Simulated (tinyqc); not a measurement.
Gate length: charge control and current of a heterostructure field-effect transistor. Computed by tinyqc, a small Python program. Command: `OMP_NUM_THREADS=1 python tinyqc.py 3008954 3008955 out.jsonl hemt walk`. One thread of a shared host (Intel(R) Xeon(R) Processor @ 2.30GHz), about 0.01 s of CPU time with the checks.

Two subbands in a triangular well; E_F is counted from the conduction band edge of the channel at the interface.

Inputs (values chosen for the exercise, modelled on AlGaAs/GaAs):
```
quantity                                  value        unit
channel mass m                            0.065         m_0
permittivity eps (barrier and channel)     12.2           -
barrier thickness d                          25          nm
Schottky barrier phi_B                        1          eV
conduction band offset dE_c                0.26          eV
delta-doping density N_d                6.4e+12      1/cm^2
gate voltage V_G                              0           V
mobility mu                                7600  cm^2/(V s)
saturation velocity v_s                     1.7    1e7 cm/s
gate length L                               100          nm
source resistance R_S                         0      ohm mm
temperature T                               400           K
mixing                                      0.5           -
iteration cap                               200           -
spacer between delta layer and channel      3.8          nm
```

Charge source: delta doping. Velocity law: smooth.

Constants: e = 1.602176634e-19 C; eps_0 = 8.8541878128e-12 F/m; k_B = 8.617333262e-05 eV/K; hbar = 1.054571817e-34 J s; m_0 = 9.1093837015e-31 kg; k_B = 1.380649e-23 J/K.

Method:
- Threshold V_T = phi_B - dE_c - e N_d (d - spacer)/(eps eps_0) (in volts); C_b = eps eps_0/d.
- Charge control: n_s = C_b (V_G - V_T - E_F/e)/e. Well: mean field F = e n_s/(2 eps eps_0), E_i = (hbar^2/2m)^(1/3) [(3 pi e F/2)(i + 3/4)]^(2/3), i = 0, 1; n_s = D k_B T sum_i ln(1 + exp((E_F - E_i)/k_B T)), D = m/(pi hbar^2), which is solved in closed form for E_F.
- Iteration from n_s = C_b (V_G - V_T)/(2e): E_F from n_s, n_out from the charge control, n_new = n_s + mixing (n_out - n_s), kept above n_s/10; stop when |n_out/n_s - 1| < 1e-9.
- C_g = e dn_s/dV_G = 1/(1/C_b + 1/C_q), 1/C_q = d(E_F/e)/d(e n_s) by a central difference of +/- 0.1 % in n_s; added distance dd = eps eps_0/C_q.
- With V = e n_s/C_g and V_c = v_s L/mu: for v = mu F/(1 + mu F/v_s), V_Dsat = V_c (sqrt(1 + 2V/V_c) - 1) and I/W = C_g v_s (V - V_Dsat); g_m = dI/dV; extrinsic g_m/(1 + g_m R_S); f_T = g_m/(2 pi C_g L).

sheet density n_s = 2.80170e+12 1/cm^2

gate capacitance C_g = 0.362450 microfarad/cm^2

V = 1.23847 V

Scaling; the last columns are v_s/(2 pi L) and mu V/(2 pi L^2):
```
L (nm)  I/W (mA/mm)  g_m (mS/mm)  extrinsic g_m (mS/mm)   f_T (GHz)  velocity limit (GHz)  mobility limit (GHz)
30           687.69       584.14                 584.14  8.5500e+02                901.88            1.6645e+05
60           658.72       570.93                 570.93  4.1784e+02                450.94            4.1612e+04
120          619.90       552.37                 552.37  2.0212e+02                225.47            1.0403e+04
250          565.66       524.61                 524.61  9.2144e+01                108.23            2.3968e+03
500          500.46       488.09                 488.09  4.2865e+01                 54.11            5.9921e+02
1000         422.02       438.83                 438.83  1.9270e+01                 27.06            1.4980e+02
2000         333.99       375.16                 375.16  8.2369e+00                 13.53            3.7451e+01
5000         216.65       272.51                 272.51  2.3932e+00                  5.41            5.9921e+00
```

What follows from these numbers?

f_T scales as L^-1.03 at the short end and L^-1.35 at the long end; the two limits cross at L = mu V/v_s = 5540 nm. g_m tends to C_g v_s = 616 mS/mm. Fringe capacitances and short-channel effects, left out, lower f_T once L is below about ten barrier thicknesses. Caution: E_F lies above the conduction band minimum of the barrier, so electrons would spill into the barrier.

Extremes, crossings and ranges named in words are read from the listed rows.
